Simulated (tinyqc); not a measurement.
Single-domain magnet: Stoner-Wohlfarth switching, Neel-Arrhenius retention, LLG dynamics and spin torque: one step, computed by the program tinyqc. Command: `OMP_NUM_THREADS=1 python tinyqc.py 3018798 3018799 out.jsonl macro walk`. One thread of a shared host (Intel(R) Xeon(R) Processor @ 2.30GHz), about 0.02 s of CPU time with the checks.

The moment is uniform, with unit vector m; z is the easy axis. mu_0 = 1.25663706212e-6 T m/A, gamma = 1.76085963023e11 rad/(s T).

Question. Effective anisotropy. The disc is treated as an oblate spheroid with p = t/d: N_z = [1 - p arccos(p)/sqrt(1 - p^2)]/(1 - p^2); V = pi d^2 t/4; K_eff = K_u + K_i/t + K_shape, K_shape = -(mu_0 M_s^2/4)(3 N_z - 1); mu_0 H_K = 2 K_eff/M_s.

Inputs (values chosen for the exercise, for a model magnet): saturation magnetisation M_s = 1450 kA/m; diameter d = 41 nm; thickness t = 1.9 nm; interface anisotropy K_i = 3.64 mJ/m^2; bulk anisotropy K_u = 91 kJ/m^3.

Shape: thin disc, easy axis normal to it.

Give: demagnetising factor N_z; volume V; K_shape; K_eff; anisotropy field mu_0 H_K.

Answer.

demagnetising factor N_z = 0.93128

volume V = 2508.5 nm^3

K_shape = -1184.9 kJ/m^3

K_eff = 821.92 kJ/m^3

anisotropy field mu_0 H_K = 1.1337 T

Shape works against the easy axis and takes 59 % of the other terms. Caution: a flat cylinder has a smaller N_z than the spheroid of the same t/d, so K_eff of a real disc is larger.
